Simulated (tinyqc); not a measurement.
Inside a calculation. Method: lattice vibrations of a chain. One step of it, computed by the program tinyqc.

Task: Frequencies. omega^2 are the eigenvalues; wavenumber = 521.4708 sqrt(eigenvalue) 1/cm.

D(q) (eV/(angstrom^2 u)):
```
                     1                    2
1             1.285714  -0.991169+1.055316i
2  -0.991169-1.055316i             3.724138
```

Give: eigenvalues; wavenumbers; weights |e|^2 of the mass-weighted modes.

Result:

eigenvalues: 0.612  4.398

wavenumbers (1/cm): 408.0  1093.6

weights |e|^2 of the mass-weighted modes:
```
        mode 1  mode 2
atom 1   0.822   0.178
atom 2   0.178   0.822
```
